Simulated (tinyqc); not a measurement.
# Scattering mobility, thermal velocity and mass from two apparent mobilities

Inverse problem. 1/mu_app = 1/mu_0 + 1/mu_B with the ballistic mobility mu_B = vT L/(2 Vt) and vT = sqrt(2 kB T/(pi m)) (non-degenerate carriers); the mean free path is 2 Vt mu_0/vT. Find mu_0, vT, m and the mean free path.

Values chosen for this exercise:
```
symbol,value,unit,meaning
T,400,K,temperature
```

Constants: q = 1.602176634e-19 C, kB = 1.380649e-23 J/K, m0 = 9.1093837015e-31 kg, Vt = kB T/q. Results are converted to the units shown.

apparent mobility at L = 15 and 400 nm (cm^2/(V s)): 340.27575  1096.1450

Solution. 1/mu_app is linear in 1/L: the slope is 2 Vt/vT and the intercept 1/mu_0.

mu_0 = 1200 cm^2/(V s)
vT = 2.183e7 cm/s
m = 0.08100 m0
mean free path = 37.90 nm

Numbers from tinyqc (`OMP_NUM_THREADS=1 python tinyqc.py 2380088 2380089 out.jsonl`; about 0.01 s on one thread of a shared Intel Xeon 2.30GHz).
